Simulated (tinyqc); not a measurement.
From results back to parameters: interband optics of a two-band s-p chain from momentum matrix elements. Five cases, with inputs chosen for the exercise.

Problem. At k = 0 the chain has the gap D0 = Es - Ep_ - 2 (ts + tp), w0 = 4 a^2 V^2, and masses 2c/mc = 2 ts a^2 + 2 w0/D0, 2c/mv = 2 tp a^2 + 2 w0/D0 (c = hbar^2/2m0, mv positive for holes). The oscillator strength there is f0 = w0/(c D0). V, ts and tp are hidden.

Constants: hbar^2/2m0 = 3.80998211 eV angstrom^2.

Find: V; ts; tp.

Method. w0 = f0 c D0 gives V; 1/mc - f0 = ts a^2/c and 1/mv - f0 = tp a^2/c.

Case 1.

Values chosen: a = 3.7 angstrom (period).
D0 = 4.3300 eV
f0 = 3.45345

mc, mv (m0): 0.231706  0.231706

Solution.

V = 1.02 eV
ts = 0.24 eV
tp = 0.24 eV

Case 2.

Values chosen: a = 4.46 angstrom (period).
D0 = 3.8500 eV
f0 = 6.09478

mc, mv (m0): 0.123782  0.123782

Solution.

V = 1.06 eV
ts = 0.38 eV
tp = 0.38 eV

Case 3.

Values chosen: a = 2.7 angstrom (period).
D0 = 2.6600 eV
f0 = 6.73544

mc, mv (m0): 0.138257  0.129359

Solution.

V = 1.53 eV
ts = 0.26 eV
tp = 0.52 eV

Case 4.

Values chosen: a = 2.5 angstrom (period).
D0 = 3.3000 eV
f0 = 0.71582

mc, mv (m0): 0.687751  0.599783

Solution.

V = 0.60 eV
ts = 0.45 eV
tp = 0.58 eV

Case 5.

Values chosen: a = 3.28 angstrom (period).
D0 = 3.0500 eV
f0 = 2.08309

mc, mv (m0): 0.316846  0.325585

Solution.

V = 0.75 eV
ts = 0.38 eV
tp = 0.35 eV

Computed by tinyqc, one run a case: `OMP_NUM_THREADS=1 python tinyqc.py N N+1 out.jsonl` with N = 1650549, 1650620, 1650642, 1650674, 1650705; one thread of a shared Intel(R) Xeon(R) Processor @ 2.30GHz, about 0.01 s a run at most.
